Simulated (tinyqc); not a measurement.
Three-phonon processes in a diatomic chain: dispersion, energy and momentum conservation, and decay channels of optical phonons: one step, computed by the program tinyqc. Command: `OMP_NUM_THREADS=1 python tinyqc.py 3121559 3121560 out.jsonl threeph walk`. One thread of a shared host (Intel(R) Xeon(R) Processor @ 2.30GHz), about 0.04 s of CPU time with the checks.

Cell length a, two atoms, one spring constant. x = q a/pi runs from -1 to 1; A and O are the acoustic and optical branches. Matrix elements are not computed: only conservation laws and occupation factors are followed.

Task: Decay of the zone-centre phonon. omega^2 = k (1/m + 1/M) -/+ k sqrt((1/m + 1/M)^2 - 4 sin^2(pi x/2)/(m M)); nu = 15.6333042 THz x sqrt(omega^2) for eV/(angstrom^2 u). O(0) -> A(x) + A(-x) needs nu_A(x) = nu_O(0)/2, which gives sin^2(pi x/2) = (3/16)(m + M)^2/(m M). Full width at half maximum Gamma = Gamma_0 (1 + 2 n), n = 1/(exp(h nu_A/(k_B T)) - 1); lifetime = 1/(2 pi c Gamma).

Inputs (values chosen for the exercise, for a model chain): light mass m = 10.8 u; heavy mass M = 18.7 u; temperature T = 300 K; zero-temperature width Gamma_0 = 1.7 1/cm.

optical top = 29.27081 THz

Constants: h x 1 THz = 4.135667696 meV; k_B = 8.617333262e-05 eV/K; c = 299792458 m/s.

Give: x of the products; their frequency; occupation n; width Gamma; lifetime.

Result:

x of the products = 0.71120

their frequency = 14.635 THz

occupation n = 0.10644

width Gamma = 2.0619 1/cm

lifetime = 2.5747 ps
